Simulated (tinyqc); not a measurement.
Comparisons within one model: free-carrier optics of a doped semiconductor (Drude model with one polar phonon). A value that a table varies takes the place of the one given here.

eps(E) = ei [1 - Ep^2/(E^2 + i E Gam)] + (es - ei) wT^2/(wT^2 - E^2 - i E gT), with Ep^2 = 8 pi c (e^2/(4 pi eps0)) N/(m ei), c = hbar^2/2m0, N in 1/angstrom^3 (1e-24 per 1/cm^3); Gam = hbar/tau, tau = mu m m0/e with m0/e = 5.685630e-12 kg/C and mu in m^2/(V s). Energies in meV.

n + i k = sqrt(eps1 + i eps2) with k >= 0; R = ((n - 1)^2 + k^2)/((n + 1)^2 + k^2) at normal incidence from vacuum; alpha = 2 E k/(hbar c), times 1e8 for 1/cm; loss function Im(-1/eps) = eps2/(eps1^2 + eps2^2).

Constants: hbar^2/2m0 = 3.80998211 eV angstrom^2; e^2/(4 pi eps0) = 14.39964547 eV angstrom; hbar = 6.58211957e-16 eV s; hbar c = 1973.269805 eV angstrom.

Parameters, chosen for this exercise (mass and dielectric values near those of InP; N and mu are free inputs; interband absorption and the rise of the mass with filling are left out; not measured data): m = 0.0817 m0 (conductivity mass); ei = 9.7 (high-frequency dielectric constant); wT = 38.1 meV (TO phonon); es = 12.72 (static dielectric constant); N = 4.8e+17 1/cm^3 (carrier density); mu = 1000 cm^2/(V s) (mobility); gT = 0.8 meV (phonon damping); E = 11.8 meV (photon energy).

## The coupled modes against doping

L-, L+ solve E^4 - (wL^2 + Ep^2) E^2 + Ep^2 wT^2 = 0, wL = wT sqrt(es/ei); damping left out; energies in meV.

Modes:

| N (1/cm^3) | Ep | L- | L+ | Ep sqrt(ei/es) |
|---|---|---|---|---|
| 3.0e+16 | 7.22 | 6.29 | 43.77 | 6.31 |
| 1.0e+17 | 13.19 | 11.39 | 44.13 | 11.52 |
| 3.0e+17 | 22.85 | 19.19 | 45.36 | 19.95 |
| 7.0e+17 | 34.90 | 27.27 | 48.76 | 30.48 |
| 1.0e+18 | 41.71 | 30.52 | 52.08 | 36.43 |
| 2.0e+18 | 58.99 | 34.79 | 64.60 | 51.51 |
| 4.0e+18 | 83.42 | 36.65 | 86.72 | 72.85 |
| 1.0e+19 | 131.90 | 37.57 | 133.76 | 115.19 |
| 3.0e+19 | 228.47 | 37.93 | 229.48 | 199.51 |

wL = 43.63 meV

What can be read from the table?

At low density L- follows Ep sqrt(ei/es) (6.29 against 6.31), a plasmon screened by the lattice, and L+ starts at wL. At the highest density L- has come within 0.17 meV of wT, since the carriers screen the field that lifts wL, and L+ is within 1.01 meV of Ep. The branches are closest, 21.50 meV, at 7e+17 1/cm^3 of those listed. The mass is held fixed, while in a real band it rises with filling.

## Reflectance across the plasma edge

Spectrum:

| E (meV) | eps1 | eps2 | R | alpha (1/cm) |
|---|---|---|---|---|
| 2.9 | -25.99 | 189.22 | 0.827 | 3.06e+03 |
| 8.7 | -16.41 | 47.74 | 0.724 | 5.10e+03 |
| 14.4 | -6.63 | 19.56 | 0.607 | 5.39e+03 |
| 20.2 | 0.59 | 9.40 | 0.399 | 4.30e+03 |
| 24.6 | 4.82 | 5.91 | 0.267 | 2.95e+03 |
| 28.9 | 8.98 | 4.10 | 0.278 | 1.96e+03 |
| 31.8 | 12.94 | 3.55 | 0.330 | 1.58e+03 |
| 36.1 | 32.78 | 7.65 | 0.501 | 2.43e+03 |
| 43.3 | -4.49 | 2.12 | 0.719 | 9.54e+03 |
| 57.8 | 5.09 | 0.62 | 0.151 | 800 |
| 86.7 | 7.93 | 0.18 | 0.226 | 281 |
| 144.5 | 9.09 | 0.04 | 0.252 | 94.8 |

What does this show, and why?

Ep = 28.9 meV and Gam = 14.2 meV. R is 0.827 at the lowest energy and lowest, 0.151, at 57.8 meV of those listed; without damping and phonon it would vanish at Ep sqrt(ei/(ei - 1)) = 30.5 meV. At the highest energy R is 0.252, against 0.264 for ei alone. Between the last two rows alpha goes as E^-2.12, where the Drude limit far above Ep and Gam is E^-2; Gam and the phonon term both still act in these rows. The phonon adds its own band of high reflectance between wT = 38.1 meV and about wL = 43.6 meV, which the rows may miss. The lowest R listed is the dip just above wL, not the plasma minimum.

## Free-carrier absorption and index change in the near infrared

At the wavelengths listed E = hc/lambda (hc = 1239.841984 eV nm). Approximate forms: alpha = ei Ep^2 Gam/(E^2 sqrt(ei) hbar c) and dn = -sqrt(ei) Ep^2/(2 E^2). The phonon term is left out here.

Free carriers:

| lambda (micrometre) | E (meV) | alpha (1/cm) | alpha, approximate | dn | dn, approximate |
|---|---|---|---|---|---|
| 1.31 | 946.4 | 2.09 | 2.09 | -0.00145 | -0.00145 |
| 1.55 | 799.9 | 2.92 | 2.92 | -0.00203 | -0.00203 |
| 2.00 | 619.9 | 4.86 | 4.86 | -0.00338 | -0.00338 |
| 3.00 | 413.3 | 10.9 | 10.9 | -0.00761 | -0.00761 |
| 5.00 | 248.0 | 30.5 | 30.4 | -0.0212 | -0.0212 |
| 8.00 | 155.0 | 78.5 | 77.8 | -0.0542 | -0.0541 |
| 10.60 | 117.0 | 139 | 137 | -0.0951 | -0.0951 |

What does this show, and why?

At 1.55 micrometre alpha = 2.92 1/cm and dn = -0.00203; a phase shift of pi needs a length lambda/(2 |dn|) = 381 micrometre, over which the loss is 0.48 dB. The approximate alpha is within 5 % up to 10.6 micrometre of the wavelengths listed; it needs photon energies well above both Ep and Gam, which lie at 42.9 and 87.5 micrometre. Interband and intervalley absorption are left out.

## What moves the optical constants

At the energy E. Each row changes one parameter from the base and keeps the others.

Results:

| case | Ep (meV) | Gam (meV) | R | alpha (1/cm) |
|---|---|---|---|---|
| base | 28.90 | 14.17 | 0.6677 | 5.44e+03 |
| N = 7.2e+17 1/cm^3 | 35.39 | 14.17 | 0.7465 | 7.14e+03 |
| m = 0.098 m0 | 26.39 | 11.81 | 0.6652 | 5.21e+03 |
| mu = 600 cm^2/(V s) | 28.90 | 23.62 | 0.5514 | 3.96e+03 |
| ei = 10.19 | 28.20 | 14.17 | 0.6681 | 5.44e+03 |
| E = 14.2 meV | 28.90 | 14.17 | 0.6122 | 5.40e+03 |

How do the results move?

The largest shifts from the base row, up to three for each result and ties (the steps differ in size, so this ranks the rows, not the parameters). Ep (meV): N +6.49, m -2.51, ei -0.70; unchanged at the printed digits by mu and E. Gam (meV): mu +9.45, m -2.36; unchanged at the printed digits by N, ei and E. R: mu -0.1164, N +0.0788, E -0.0555. alpha (1/cm): N +1.70e+03, mu -1.48e+03, m -233; unchanged at the printed digits by ei.

(tinyqc, `OMP_NUM_THREADS=1 python tinyqc.py 1681972 1681973 out.jsonl`, Intel(R) Xeon(R) Processor @ 2.30GHz, 1 thread, shared host, about 0.01 s.)
